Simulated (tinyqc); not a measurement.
Reset of a mushroom phase-change cell, hemispherical electro-thermal model: two steps of the calculation.

Current spreads from a hemispherical contact of radius r0 into a large dome with constant rho and ka: j = I/(2 pi r^2). With s = r0/r the steady rise is T - T0 = c (b s - s^2), c = I^2 rho/(8 pi^2 ka r0^2). The heat lost through the heater, (T(r0) - T0)/Rh, fixes b = (2 + g)/(1 + g), g = 1/(2 pi ka r0 Rh).

Values chosen for this exercise; values of the order of Ge-Sb-Te and related chalcogenides:
- T0 = 300 K (ambient temperature)
- Tm = 897 K (melting point)
- r0 = 9 nm (radius of the heater contact)
- rho = 4 mohm cm (resistivity of the hot chalcogenide)
- ka = 0.56 W/(m K) (its thermal conductivity)
- Rh = 10 K/uW (thermal resistance of the path through the heater)
- I = 440 uA (reset current)

Question 1. Constants and melting current. The peak lies at s = b/2 with the rise c b^2/4; melting starts at the current where that equals Tm - T0, and the molten shell spans the roots of s^2 - b s + (Tm - T0)/c = 0 (s at most 1). Electrical resistance rho/(2 pi r0).

Find: g; b; resistance; radius of the peak; melting current; power at that current.

Answer 1.

g = 3.1578
b = 1.2405
resistance = 0.70736 kohm
radius of the peak = 14.510 nm
melting current = 372.75 uA
power at that current = 98.282 uW

Question 2. Temperature profile and molten shell. 

r, point 0 to 7 (nm): [9, 10.3, 12.2, 14.4, 18, 23.4, 31.5, 45]
b = 1.2405097

Find: c; T; peak T; inner radius of the melt; outer radius of the melt.

Answer 2.

c = 2162 K
T, point 0 to 7 (K): [820.0, 992.9, 1102, 1132, 1101, 1012, 889.9, 750.0]
peak T = 1132 K
inner radius of the melt = 9.475 nm
outer radius of the melt = 30.96 nm

The melt is a shell that starts 0.475 nm from the contact, since the heater draws heat from the interface.

Range of the model: Constant properties, no latent heat, thermoelectric terms, boundary resistance or heating in the heater itself.

tinyqc, about 0.01 s, one thread, Intel Xeon 2.30GHz (shared host): `OMP_NUM_THREADS=1 python tinyqc.py 2490040 2490041 out.jsonl`
